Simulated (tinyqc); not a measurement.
Froehlich polaron in a polar crystal. From one set of inputs to another, one input at a time. Computed by tinyqc, a small Python program. Command: `OMP_NUM_THREADS=1 python tinyqc.py 3009412 3009413 out.jsonl frohlich ladder`. One thread of a shared host (Intel(R) Xeon(R) Processor @ 2.30GHz), about 0.1 s of CPU time with the checks.

One electron in a parabolic band of mass m*, coupled to dispersionless LO phonons in the continuum model. Energies are in units of hbar omega unless marked, wave numbers in k_0 = sqrt(2 m* omega/hbar).

The inputs printed are set A. Set A is modelled on magnesium oxide; the values taken over come from a set modelled on zinc oxide. Inputs not listed in the table keep their values of set A, so the rows need not describe a real material.

Inputs (values chosen for the exercise, modelled on magnesium oxide):

| quantity | value | unit |
|---|---|---|
| band mass m* | 0.416 | m_0 |
| LO phonon energy hbar omega | 90.9 | meV |
| eps_inf | 3 | - |
| static dielectric constant eps_s | 10.2 | - |
| temperature T | 200 | K |

Constants: hbar^2/(2 m_0) = 3.80998212 eV angstrom^2; e^2/(4 pi eps_0) = 14.39964548 eV angstrom; k_B = 8.617333262e-05 eV/K; hbar = 6.582119569e-16 eV s; e = 1.602176634e-19 C; m_0 = 9.1093837015e-31 kg.

Method:
- 1/eps* = 1/eps_inf - 1/eps_s; k_0 = sqrt(2 m* omega/hbar) = sqrt(m* hbar omega / (hbar^2/(2 m_0))) with m* in m_0; alpha = (e^2/(4 pi eps_0)) k_0/(2 eps* hbar omega); polaron length 1/k_0.
- Feynman's bound: E(v, w) = 3 (v - w)^2/(4 v) - (alpha v/sqrt(pi)) int_0^infinity e^-u D(u)^(-1/2) du, D = w^2 u + ((v^2 - w^2)/v)(1 - e^(-v u)); integrals by 80 Gauss-Legendre points in s from 0 to 1 with u = 40 s^2.
- Minimise over v > w > 0 (simplex search); mass m_p/m* = 1 + (alpha v^3/(3 sqrt(pi))) int u^2 e^-u D^(-3/2) du.
- Scattering by absorption of an LO phonon: 1/tau = 2 alpha omega n, n = 1/(exp(hbar omega/(k_B T)) - 1); mu = e tau/m*, the weak-coupling result for k_B T well below hbar omega.

Each row keeps all changes above it:

| input moved | from | to | coupling constant alpha | m_p/m*, Feynman | mobility (cm^2/(V s)) |
|---|---|---|---|---|---|
| set A | - | - | 1.8567 | 1.426 | 1.6014e+03 |
| static dielectric constant eps_s | 10.2 | 8.58 | 1.7106 | 1.381 | 1.7382e+03 |
| LO phonon energy hbar omega (meV) | 90.9 | 75.4 | 1.8782 | 1.432 | 7.7062e+02 |
| eps_inf | 3 | 3.62 | 1.3836 | 1.290 | 1.0461e+03 |
| band mass m* (m_0) | 0.416 | 0.285 | 1.1452 | 1.230 | 1.8448e+03 |
| temperature T (K) | 200 | 77 | 1.1452 | 1.230 | 2.0254e+06 |

Coupling constant alpha goes from 1.86 to 1.15, a factor 0.617 in all. The largest single move comes from eps_inf (a factor 0.737), and LO phonon energy hbar omega works against it (a factor 1.10). m_p/m*, Feynman goes from 1.43 to 1.23, a factor 0.863 in all. The largest single move comes from eps_inf (a factor 0.901), and LO phonon energy hbar omega works against it (a factor 1.04). Mobility goes from 1600 to 2.03e6, a factor 1260 in all. The largest single move comes from temperature T (a factor 1100), and LO phonon energy hbar omega works against it (a factor 0.443). The single moves hold for this order of the switches; the total does not depend on the order.

Caution (rows set A, static dielectric constant eps_s, LO phonon energy hbar omega): this mobility formula holds for weak coupling and k_B T well below hbar omega, and it leaves out all other scattering. Caution (rows temperature T): LO phonons are so rare at this T that impurities and acoustic phonons, left out here, limit the real mobility.

Extremes, crossings and ranges named in words are read from the listed rows.
